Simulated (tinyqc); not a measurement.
Inside a calculation. Method: plane-wave Kohn-Sham cycle with exchange-only LDA in a layered model solid. One step of it, computed by the program tinyqc.

Question. Iteration 2: levels at that k. Diagonalise the Hermitian matrix.

H (hartree), lower triangle:
```
,-3,-2,-1,+0,+1,+2,+3
-3,0.321112
-2,-0.133566,0.016494
-1,0.070112,-0.133566,-0.166276
+0,0.000951,0.070112,-0.133566,-0.227200
+1,0.000084,0.000951,0.070112,-0.133566,-0.166276
+2,0.000023,0.000084,0.000951,0.070112,-0.133566,0.016494
+3,0.000003,0.000023,0.000084,0.000951,0.070112,-0.133566,0.321112
```

Give: eigenvalues.

Answer.

eigenvalues (hartree): -0.3646  -0.2948  -0.1465  0.0035  0.1150  0.3925  0.4103
